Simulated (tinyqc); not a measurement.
Current crowding under a contact, resistor ladder against the transmission-line model: one step of the calculation.

A metal contact of length d and width W on a thin layer of the same width. The metal has no resistance, the sheet resistance under it equals Rsh, and current enters the layer at the front edge x = 0.

Question. Voltages and the share of the current. Cut the contact into n cells of length hc = d/n. Neighbouring cell centres are joined by a = W/(Rsh hc), each centre joins the metal (0 V) by g = W hc/rc, and I enters cell 1 through half a cell: -a v_(i-1) + b_i v_i - a v_(i+1) = I for i = 1 and 0 otherwise, b_i = g + 2 a (g + a at both ends). Rc = v_1/I + 1/(2 a). Cell i passes g v_i to the metal.

Parameters, values chosen for the exercise: cells n = 7; current I = 2 mA.

a = 0.24561404 S
g = 0.0014880952 S
b_i, cell 1 to 7 (S): 0.24710213  0.49271617  0.49271617  0.49271617  0.49271617  0.49271617  0.24710213

Give: v_i; share of the current; Rc of the ladder.

Answer.

```
cell  v_i (mV)  share of the current (%)
1        206.8                     15.38
2        199.9                     14.87
3        194.2                     14.45
4        189.7                     14.11
5        186.3                     13.86
6        184.1                     13.70
7        183.0                     13.62
```

Rc of the ladder = 105.4 ohm

The first cell passes 15.4 % of the current and the last 13.6 %; an even spread would give 14.3 % each.

tinyqc, about 0.01 s, one thread, Intel Xeon 2.30GHz (shared host): `OMP_NUM_THREADS=1 python tinyqc.py 2760064 2760065 out.jsonl`
